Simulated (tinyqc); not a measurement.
Photoconductance decay in a wafer: bulk and surface recombination modes, and iron detection by pair splitting: one step, computed by the program tinyqc. Command: `OMP_NUM_THREADS=1 python tinyqc.py 3113423 3113424 out.jsonl pcd walk`. One thread of a shared host (Intel(R) Xeon(R) Processor @ 2.30GHz), about 0.01 s of CPU time with the checks.

Both faces of the wafer have the same S; injection is low and all coefficients are constant. x runs from -W/2 to W/2.

Task: Decay rates of the even modes. Even modes cos(a x) obey b tan b = S W/(2 D) with b = a W/2, odd modes sin(a x) obey -b cot b = S W/(2 D); each decays at the rate 1/tau_b + D a^2.

Inputs (values chosen for the exercise, modelled on p-type silicon):
```
quantity                          value         unit
thickness W                         150   micrometre
diffusivity D                      23.3       cm^2/s
bulk lifetime tau_b without iron   1200  microsecond
surface recombination velocity S    5.1         cm/s
```

Give: the table «The first four even modes: b, surface rate and decay time» with the columns b_n, surface rate D a^2 (1/s), decay time (microsecond), for n = 0, 1, 2, 3.

Result:

The first four even modes: b, surface rate and decay time:
```
n    b_n  surface rate D a^2 (1/s)  decay time (microsecond)
0  0.041                 6.796e+02                 6.610e+02
1  3.142                 4.090e+06                 2.445e-01
2  6.283                 1.635e+07                 6.114e-02
3  9.425                 3.680e+07                 2.718e-02
```
